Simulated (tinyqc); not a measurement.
A discretised effective-mass wire between two leads, recursive Green functions: one step of the calculation.

Finite differences on a grid of step a give a chain with hopping -t, t = C/(m a^2), C = hbar^2/(2 m0), and site energies 2 t + U_i for the N = 5 sites of the device; the semi-infinite leads have site energy 2 t. Each slice is one site, and V = -t couples neighbouring slices.

Question. States fed from the left, and the bond current. The full first column follows backwards from c_N = G_(N,1): c_i = G_(i,1)(forward) + g_i V^dagger c_(i+1). The density of states fed by the left lead is Gamma |c_i|^2/(2 pi), and the current on bond i is 2 t Gamma Im(c_(i+1) conj(c_i)) in units of T(E).

Values chosen for this exercise:
```
symbol  value  unit         meaning
m         0.2    m0  effective mass
a        0.31    nm       grid step
```

Constants: q = 1.602176634e-19 C, hbar = 1.054571817e-34 J s, m0 = 9.1093837015e-31 kg, hbar^2/(2 m0) = 0.0380998212 eV nm^2. Results are converted to the units shown.

```
site               g_i (1/eV)  G_(i,1) of the forward pass (1/eV)
1     -0.46921824-0.18525248i             -0.46921824-0.18525248i
2     -0.37329018-0.11029202i             -0.30670691-0.23966801i
3     -0.34401243-0.05248365i             -0.18421984-0.19534756i
4     -0.33667894-0.02349115i             -0.11385147-0.13895323i
5     -0.55166587-0.86884966i              0.11481783-0.34804358i
```

Gamma = 1.4559053 eV

Give: c_i; density fed from the left; bond current.

Answer.

```
site         c_i (1/eV)  density fed from the left (1/eV)
1     -0.55167-0.86885i                           0.24544
2     -0.32772-0.60556i                           0.10986
3     -0.16048-0.44705i                           0.05228
4     -0.02101-0.36589i                           0.03112
5      0.11482-0.34804i                           0.03112
```

bond current, bond 1 to 4: [0.28471, 0.28471, 0.28471, 0.28471]

The bond current is the same on every bond and equals T(E): the current is conserved.

tinyqc, about 0.01 s, one thread, Intel Xeon 2.30GHz (shared host): `OMP_NUM_THREADS=1 python tinyqc.py 2660037 2660038 out.jsonl`
